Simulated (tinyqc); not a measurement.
Worked calculation: CIS on RHF in the cc-pvdz basis, for He, spin multiplicity 1. Computed by tinyqc, a small Python program that keeps every step (integrals from PySCF). Settings: charge = 0, multiplicity = 1, basis = cc-pvdz, method = RHF, energy threshold = 1e-10, iteration cap = 59, orthogonalisation = canonical, start = Wolfsberg-Helmholz matrix, DIIS depth = 6. Command: `OMP_NUM_THREADS=1 python tinyqc.py 26851 26852 out.jsonl` (the two numbers bound the seeds that draw the settings). One thread of a shared host (Intel(R) Xeon(R) Processor @ 2.60GHz), about 0.06 s of CPU time with the checks. The early iterations of the SCF are left out here.

## One-electron integrals

Geometry (angstrom):
```
atom         x         y         z
He    0.000000  0.000000  0.000000
```

Basis cc-pvdz: exponents (1/bohr^2) and contraction coefficients of normalised primitives:
```
element  l (shell)   exponent  coefficient
He           s (1)  38.360000     0.040176
He           s (1)   5.770000     0.261368
He           s (1)   1.240000     0.793071
He           s (2)   0.297600     1.000000
He           p (3)   1.275000     1.000000
```

Overlap, kinetic and nuclear-attraction integrals over the contracted functions; the nuclear repulsion is the sum of Za Zb / Rab.

nuclear repulsion = 0 hartree

overlap S, order 1He 1s, 1He 2s, 1He 2px, 1He 2py, 1He 2pz:
```
[[1.000000, 0.634168, 0.000000, 0.000000, 0.000000],
 [0.634168, 1.000000, 0.000000, 0.000000, 0.000000],
 [0.000000, 0.000000, 1.000000, 0.000000, 0.000000],
 [0.000000, 0.000000, 0.000000, 1.000000, 0.000000],
 [0.000000, 0.000000, 0.000000, 0.000000, 1.000000]]
```

kinetic energy T (hartree), order 1He 1s, 1He 2s, 1He 2px, 1He 2py, 1He 2pz:
```
[[2.922435, 0.466660, 0.000000, 0.000000, 0.000000],
 [0.466660, 0.446400, 0.000000, 0.000000, 0.000000],
 [0.000000, 0.000000, 3.187500, 0.000000, 0.000000],
 [0.000000, 0.000000, 0.000000, 3.187500, 0.000000],
 [0.000000, 0.000000, 0.000000, 0.000000, 3.187500]]
```

nuclear attraction V (hartree), order 1He 1s, 1He 2s, 1He 2px, 1He 2py, 1He 2pz:
```
[[-4.802688, -2.012449, 0.000000, 0.000000, 0.000000],
 [-2.012449, -1.741071, 0.000000, 0.000000, 0.000000],
 [0.000000, 0.000000, -2.402503, 0.000000, 0.000000],
 [0.000000, 0.000000, 0.000000, -2.402503, 0.000000],
 [0.000000, 0.000000, 0.000000, 0.000000, -2.402503]]
```

core Hamiltonian H = T + V (hartree), order 1He 1s, 1He 2s, 1He 2px, 1He 2py, 1He 2pz:
```
[[-1.880253, -1.545789, 0.000000, 0.000000, 0.000000],
 [-1.545789, -1.294671, 0.000000, 0.000000, 0.000000],
 [0.000000, 0.000000, 0.784997, 0.000000, 0.000000],
 [0.000000, 0.000000, 0.000000, 0.784997, 0.000000],
 [0.000000, 0.000000, 0.000000, 0.000000, 0.784997]]
```

## Two-electron integrals

Functions are numbered as in S; the eight-fold symmetry (ij|kl) = (ji|kl) = (kl|ij) leaves the list below.

Two-electron integrals (ij|kl) in chemists' order, unique and non-zero (hartree):
```
(11|11) 1.543036   (21|11) 0.784979   (21|21) 0.426774   (22|11) 0.803460
(22|21) 0.475908   (22|22) 0.615562   (31|31) 0.177307   (32|31) 0.142524
(32|32) 0.130008   (33|11) 1.099799   (33|21) 0.627782   (33|22) 0.734404
(33|33) 1.040531   (41|41) 0.177307   (42|41) 0.142524   (42|42) 0.130008
(43|43) 0.063706   (44|11) 1.099799   (44|21) 0.627782   (44|22) 0.734404
(44|33) 0.913119   (44|44) 1.040531   (51|51) 0.177307   (52|51) 0.142524
(52|52) 0.130008   (53|53) 0.063706   (54|54) 0.063706   (55|11) 1.099799
(55|21) 0.627782   (55|22) 0.734404   (55|33) 0.913119   (55|44) 0.913119
(55|55) 1.040531
```

## Orthogonalisation

S = U s U^T; canonical form X = U s^(-1/2), so that X^T S X = 1. Each column of U has its largest component positive (the first on a tie).

eigenvalues of S: [0.365832, 1.000000, 1.000000, 1.000000, 1.634168]

X, order 1He 1s, 1He 2s, 1He 2px, 1He 2py, 1He 2pz:
```
[[1.169079, 0.000000, 0.000000, 0.000000, 0.553142],
 [-1.169079, 0.000000, 0.000000, 0.000000, 0.553142],
 [0.000000, 1.000000, 0.000000, 0.000000, 0.000000],
 [0.000000, 0.000000, 1.000000, 0.000000, 0.000000],
 [0.000000, 0.000000, 0.000000, 1.000000, 0.000000]]
```

Within a degenerate level the vectors are fixed only up to a rotation; this is one choice.

## Iteration 9 (converged): orbitals

converged F (hartree), order 1He 1s, 1He 2s, 1He 2px, 1He 2py, 1He 2pz:
```
[[-0.550426, -0.999872, 0.000000, 0.000000, 0.000000],
 [-0.999872, -0.428819, 0.000000, 0.000000, 0.000000],
 [0.000000, 0.000000, 2.524372, 0.000000, 0.000000],
 [0.000000, 0.000000, 0.000000, 2.524372, 0.000000],
 [0.000000, 0.000000, 0.000000, 0.000000, 2.524372]]
```

Diagonalise F' = X^T F X, C = X C', fill 1 alpha and 1 beta electrons from the bottom; D = 2 C_occ C_occ^T. Each column has its largest component positive (the first on a tie).

F' = X^T F X (hartree):
```
[[1.394763, 0.000000, 0.000000, 0.000000, -0.078640],
 [0.000000, 2.524372, 0.000000, 0.000000, 0.000000],
 [0.000000, 0.000000, 2.524372, 0.000000, 0.000000],
 [0.000000, 0.000000, 0.000000, 2.524372, 0.000000],
 [-0.078640, 0.000000, 0.000000, 0.000000, -0.911470]]
```

orbital energies (hartree): [-0.914148, 1.397442, 2.524372, 2.524372, 2.524372]

coefficients C, order 1He 1s, 1He 2s, 1He 2px, 1He 2py, 1He 2pz:
```
[[0.592616, -1.149573, 0.000000, 0.000000, 0.000000],
 [0.513027, 1.187231, 0.000000, 0.000000, 0.000000],
 [0.000000, 0.000000, 0.510887, 0.859648, 0.000000],
 [0.000000, 0.000000, 0.786253, -0.467269, -0.404309],
 [0.000000, 0.000000, 0.347563, -0.206556, 0.914622]]
```

D after iteration 9, order 1He 1s, 1He 2s, 1He 2px, 1He 2py, 1He 2pz:
```
[[0.702388, 0.608056, 0.000000, 0.000000, 0.000000],
 [0.608056, 0.526393, 0.000000, 0.000000, 0.000000],
 [0.000000, 0.000000, 0.000000, 0.000000, 0.000000],
 [0.000000, 0.000000, 0.000000, 0.000000, 0.000000],
 [0.000000, 0.000000, 0.000000, 0.000000, 0.000000]]
```

Within a degenerate level the vectors are fixed only up to a rotation; this is one choice.

## Convergence

Stop when the energy changes by less than 1e-10 hartree and every element of the error matrix X^T (F D S - S D F) X is below 3e-06.

Course of the cycle:
```
iteration  E (hartree)     change  largest element of the error matrix
1          -2.80262184          -                             4.66e-01
2          -2.85482838  -5.22e-02                             3.76e-02
3          -2.85516047  -3.32e-04                             1.56e-04
4          -2.85516048  -4.54e-09                             7.10e-05
5          -2.85516048  -6.87e-10                             4.59e-05
6          -2.85516048  -2.24e-10                             3.39e-05
7          -2.85516048  -1.00e-10                             2.69e-05
8          -2.85516048  -1.69e-10                             1.96e-08
9          -2.85516048  -8.88e-16                             2.84e-11
```

PySCF RHF in the same basis = -2.85516048 hartree

Converged in 9 iterations.

## Integrals over molecular orbitals

(pq|rs) = sum C_ip C_jq C_kr C_ls (ij|kl), one index at a time.

one-electron integrals over orbitals h = C^T H C (hartree):
```
[[-1.941013, 0.316447, 0.000000, 0.000000, 0.000000],
 [0.316447, -0.090238, 0.000000, 0.000000, 0.000000],
 [0.000000, 0.000000, 0.784997, 0.000000, 0.000000],
 [0.000000, 0.000000, 0.000000, 0.784997, 0.000000],
 [0.000000, 0.000000, 0.000000, 0.000000, 0.784997]]
```

Two-electron integrals over orbitals (pq|rs), unique and non-zero (hartree):
```
(11|11) 1.026865    (21|11) -0.316447   (21|21) 0.227505    (22|11) 0.857592
(22|21) -0.255195   (22|22) 0.765495    (31|31) 0.183149    (32|31) -0.025386
(32|32) 0.028529    (33|11) 0.961262    (33|21) -0.230485   (33|22) 0.774953
(33|33) 1.040531    (41|41) 0.183149    (42|41) -0.025386   (42|42) 0.028529
(43|43) 0.063706    (44|11) 0.961262    (44|21) -0.230485   (44|22) 0.774953
(44|33) 0.913119    (44|44) 1.040531    (51|51) 0.183149    (52|51) -0.025386
(52|52) 0.028529    (53|53) 0.063706    (54|54) 0.063706    (55|11) 0.961262
(55|21) -0.230485   (55|22) 0.774953    (55|33) 0.913119    (55|44) 0.913119
(55|55) 1.040531
```

## CIS matrix, singlets

A(ia,jb) = (e_a - e_i) d_ij d_ab + 2 (ia|jb) - (ij|ab).

CIS matrix A, singlet (hartree), order 1>2, 1>3, 1>4, 1>5:
```
[[1.909008, 0.000000, 0.000000, 0.000000],
 [0.000000, 2.843556, 0.000000, 0.000000],
 [0.000000, 0.000000, 2.843556, 0.000000],
 [0.000000, 0.000000, 0.000000, 2.843556]]
```

## CIS singlet states

dipole integrals <i|r|a> (bohr), order 1>2, 1>3, 1>4, 1>5:
```
[[0.000000, 0.000000, 0.000000],
 [0.246919, 0.380007, 0.167982],
 [0.415480, -0.225837, -0.099831],
 [0.000000, -0.195408, 0.442050]]
```

Diagonalise A (1 hartree = 27.211386 eV); each vector has its largest component positive (the first on a tie). The transition dipole is mu = sqrt2 sum c_ia <i|r|a>.

singlet excitation energies (eV): [51.946741, 77.377113, 77.377113, 77.377113]

lowest vectors, order 1>2, 1>3, 1>4, 1>5:
```
[[1.000000, 0.000000, 0.000000, 0.000000],
 [0.000000, 0.979295, -0.018170, -0.201624],
 [0.000000, 0.202316, 0.052910, 0.977890],
 [0.000000, 0.007100, 0.998434, -0.055491]]
```

oscillator strengths 2/3 w |mu|^2: [0.000000, 0.885643, 0.885643, 0.885643]

Within a degenerate level the vectors are fixed only up to a rotation; this is one choice.

## CIS matrix, triplets

A(ia,jb) = (e_a - e_i) d_ij d_ab - (ij|ab).

CIS matrix A, triplet (hartree), order 1>2, 1>3, 1>4, 1>5:
```
[[1.453997, 0.000000, 0.000000, 0.000000],
 [0.000000, 2.477258, 0.000000, 0.000000],
 [0.000000, 0.000000, 2.477258, 0.000000],
 [0.000000, 0.000000, 0.000000, 2.477258]]
```

## CIS triplet states

Diagonalise A (1 hartree = 27.211386 eV); each vector has its largest component positive (the first on a tie).

triplet excitation energies (eV): [39.565279, 67.409623, 67.409623, 67.409623]

lowest vectors, order 1>2, 1>3, 1>4, 1>5:
```
[[1.000000, 0.000000, 0.000000, 0.000000],
 [0.000000, 0.775780, -0.630453, 0.026348],
 [0.000000, 0.630645, 0.776071, 0.001318],
 [0.000000, -0.021279, 0.015594, 0.999652]]
```

Within a degenerate level the vectors are fixed only up to a rotation; this is one choice.
